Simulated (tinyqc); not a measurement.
# Donor binding, ionisation and the Mott limit: Freeze-out

Hydrogenic donor: Ry = (m0 q^3/(8 eps0^2 h^2)) me/eps_r^2 in eV, E0 = cc Ry, radius a = q/(8 pi eps0 eps_r E0), Mott density Nm = (0.26/a)^3. Below Nm the level sinks as Ed = E0 [1 - (N/Nm)^(1/3)]. Neutrality: Nc F12(eta) = N/(1 + 2 exp(eta + Ed/kB T)), F12(x) = (2/sqrt(pi)) int_0^infinity sqrt(u)/(1 + exp(u - x)) du.

Nc is given at 200 K and scales as T^1.5.

Parameters, values chosen for the exercise; band and dielectric values close to those of gallium phosphide:

| symbol | value | unit | meaning |
|---|---|---|---|
| eps_r | 11.1 |  | relative permittivity |
| me | 0.303 | m0 | mass in the hydrogenic formula, set independently of Nc |
| Nc | 9.63e18 | cm^-3 | conduction-band density of states at 200 K |
| cc | 1 |  | ratio of the true binding energy to the hydrogenic one |
| N | 2.9e17 | cm^-3 | donor density |

Constants: q = 1.602176634e-19 C, kB = 1.380649e-23 J/K, eps0 = 8.8541878128e-12 F/m, h = 6.62607015e-34 J s, m0 = 9.1093837015e-31 kg, Vt = kB T/q. Results are converted to the units shown.

Result of one run:
```
eta,n (cm^-3),ionised (%),ln(n/T^0.75)
-3.300,2.277e17,78.52,36.21
```

Which temperature T gave this result: 30, 110, 150, 220 or 400 K?

T = 150 K.

The whole series:
```
T (K),eta,n (cm^-3),ionised (%),ln(n/T^0.75)
30,-3.968,1.051e16,3.625,34.34
45,-3.232,4.003e16,13.80,35.37
60,-2.983,7.871e16,27.14,35.83
80,-2.923,1.285e17,44.32,36.11
110,-3.041,1.846e17,63.65,36.23
150,-3.300,2.277e17,78.52,36.21
220,-3.747,2.600e17,89.66,36.05
300,-4.164,2.736e17,94.35,35.87
400,-4.572,2.805e17,96.73,35.68
```

The ionised share rises from 3.62 to 96.7 %. Between the first two rows ln(n/T^0.75) has the slope -8.01 meV against q/kB T; deep freeze-out without compensation gives -Ed/2 = -8.47 meV.

Range of the model: A sharp level with degeneracy 2 overstates freeze-out near Nm, where the impurity band broadens and merges with the conduction band.

Program tinyqc, `OMP_NUM_THREADS=1 python tinyqc.py 2330090 2330091 out.jsonl`; Intel Xeon 2.30GHz, shared host, one thread, about 0.01 s.
